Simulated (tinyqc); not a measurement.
## Charge needed for a dipole step

Two sheets of opposite charge dd apart with permittivity ei give the step D = q N dd/(eps0 ei).

Values chosen for this exercise:
- ei = 8 (relative permittivity inside the dipole layer)
- dd = 0.27 nm (thickness of the dipole layer)

Constants: q = 1.602176634e-19 C, eps0 = 8.8541878128e-14 F/cm where lengths are in cm. Results are converted to the units shown.

Results:
```
N (cm^-2)     D (V)  field (MV/cm)  moment (debye/nm^2, 1 D = 3.33564e-30 C m)
1e12       0.006107         0.2262                                      0.1297
6.8e12      0.04153          1.538                                      0.8819
1.7e13       0.1038          3.845                                       2.205
4.5e13       0.2748          10.18                                       5.836
1.1e14       0.6718          24.88                                       14.27
2.9e14        1.771          65.59                                       37.61
```

Estimate the missing row, N = 2.7e12 cm^-2.

Computed row:
```
N (cm^-2)    D (V)  field (MV/cm)  moment (debye/nm^2, 1 D = 3.33564e-30 C m)
2.7e12     0.01649         0.6107                                      0.3502
```

With this row back in the table: D is proportional to N, 0.1 V for 1.64e13 cm^-2. The same sheet as an uncompensated charge under 1 nm of a dielectric of permittivity 3.9 would shift the flat band by 0.760 V, and that shift would grow with thickness, which a dipole step does not. For N = 1.1e14, 2.9e14 the field exceeds 20 MV/cm; it acts over one bond length, where the sheet picture is only a bookkeeping device.

Computed by the program tinyqc: `OMP_NUM_THREADS=1 python tinyqc.py 2410112 2410113 out.jsonl`, one thread of a shared Intel Xeon 2.30GHz, about 0.01 s for the whole run.
